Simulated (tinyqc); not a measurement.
# Size effects in the resistivity of thin metal films and interconnect lines, step by step

A worked calculation. Computed by tinyqc, a small Python program that keeps every step. Command: `OMP_NUM_THREADS=1 python tinyqc.py 3021622 3021623 out.jsonl size walk`. One thread of a shared host (Intel(R) Xeon(R) Processor @ 2.30GHz), about 0.01 s of CPU time with the checks. Intermediate numbers are printed to about 6 digits and carried at full precision; extremes and crossings named in words are read from the listed rows.

Electrons lose their drift at surfaces (a share 1 - p of the hits) and at grain boundaries (reflection R), besides bulk scattering. The line sits in a trench with a non-conducting liner on both walls and the bottom; the spacing equals the drawn width.

Inputs (values chosen for the exercise, modelled on ruthenium):

| quantity | value | unit |
|---|---|---|
| bulk resistivity rho_b | 7.61 | microohm cm |
| bulk mean free path lambda | 6.61 | nm |
| specularity p | 0 | - |
| grain-boundary reflection R | 0.57 | - |
| drawn line width w | 12 | nm |
| grain size over metal width | 1.3 | - |
| aspect ratio (height over width) | 1.5 | - |
| liner thickness t | 1.5 | nm |
| line length | 16 | micrometre |
| permittivity of the dielectric k | 2.2 | - |
| competitor: rho_b relative to this metal | 4.3 | - |
| competitor: lambda relative to this metal | 0.25 | - |
| competitor: liner relative to t | 0 | - |

Geometry: line.

Constants: eps_0 = 8.8541878128e-12 F/m.

## Metal cross-section

Metal width w_m = w - 2t, height h_m = (aspect ratio) w - t, grain size D = (ratio) w_m.

metal width w_m = 9 nm

metal height h_m = 16.5 nm

grain size D = 11.7 nm

share of the trench filled by metal = 68.75 %

## Grain boundaries

Mayadas-Shatzkes: alpha = (lambda/D) R/(1 - R); rho_b/rho = 1 - 3 alpha/2 + 3 alpha^2 - 3 alpha^3 ln(1 + 1/alpha).

alpha = 0.748897

rho/rho_b from grains = 2.03875

The linear estimate 1 + 3 alpha/2 gives 2.123, 4 % high; at large alpha the slope is 4/3.

## Surfaces

Fuchs-Sondheimer film: rho_b/rho = 1 - (3/(2 kappa))(1 - p) int_0^1 (s - s^3)(1 - exp(-kappa/s))/(1 - p exp(-kappa/s)) ds, f = rho/rho_b, kappa = thickness/lambda, 80 Gauss-Legendre points. Line: the excess of a film of thickness w_m and of a film of thickness h_m are added, rho/rho_b = 1 + (f(w_m) - 1) + (f(h_m) - 1), an estimate that holds best when both sides exceed lambda.

kappa = w_m/lambda = 1.36157

f(w_m) = 1.33463

f(h_m) = 1.17313

rho/rho_b from surfaces = 1.50775

## Resistance and delay

Total: rho = rho_b [1 + surface excess + grain excess]; resistance per length rho/(w_m h_m); capacitance per length C = 2 k eps_0 (aspect ratio + 1/2), a parallel-plate estimate for two neighbours plus a fixed term for the planes above and below; delay 0.38 R C L^2; effective resistivity per drawn area.

resistivity rho = 19.3789 microohm cm

resistance per length = 1304.97 ohm/micrometre

capacitance per length = 0.0779169 fF/micrometre

RC delay = 9.89138 ps

effective resistivity per drawn area = 28.1874 microohm cm

Of the factor 3.70 over bulk, scattering gives 2.55 and the liner 1.45; within scattering, grain boundaries outweigh surfaces (1.04 against 0.51, grains first).

## A short-path metal as competitor

w_m = w - 2t, h_m = (aspect ratio) w - t, D = (ratio) w_m; rho = rho_b [1 + surface excess + grain excess]. Effective resistivity rho (aspect ratio) w^2/(w_m h_m) for the metal with its liner, for the same metal without liner, and for a competitor with its own rho_b, lambda and liner, and for that competitor with the liner t; p, R, aspect and grain ratios are the same.

Effective resistivity (microohm cm):

| w (nm) | this metal | without liner | competitor | competitor, liner t |
|---|---|---|---|---|
| 200 | 8.322 | 8.1487 | 33.3044 | 33.990 |
| 100 | 9.075 | 8.6840 | 33.8840 | 35.319 |
| 50 | 10.723 | 9.7528 | 35.0394 | 38.184 |
| 30 | 13.274 | 11.1845 | 36.5749 | 42.489 |
| 20 | 17.167 | 12.9917 | 38.4901 | 48.812 |
| 14 | 23.656 | 15.3374 | 40.9515 | 58.922 |
| 10 | 35.988 | 18.4811 | 44.2398 | 77.334 |
| 7 | 68.297 | 23.1888 | 49.1983 | 123.327 |
| 5 | 178.746 | 29.4094 | 55.8643 | 271.911 |

The competitor wins below a width between 10.0 and 7.00 nm. In narrow lines rho scales as rho_b lambda/w, and the product rho_b lambda of the competitor is 1.07 times this metal's. At the narrowest width the liner costs this metal a factor 6.08. With the same liner the competitor wins nowhere in the table; at the narrowest width the thinner liner lowers it from 272 to 55.9. Rows with w - 2t below lambda stretch the additive estimate. Metal widths below about 5 nm are outside this semiclassical model.

Checks made by the program: grain-boundary formula against its angular integral 3 int_0^1 c^3/(c + alpha) dc (relative difference below 1e-10).
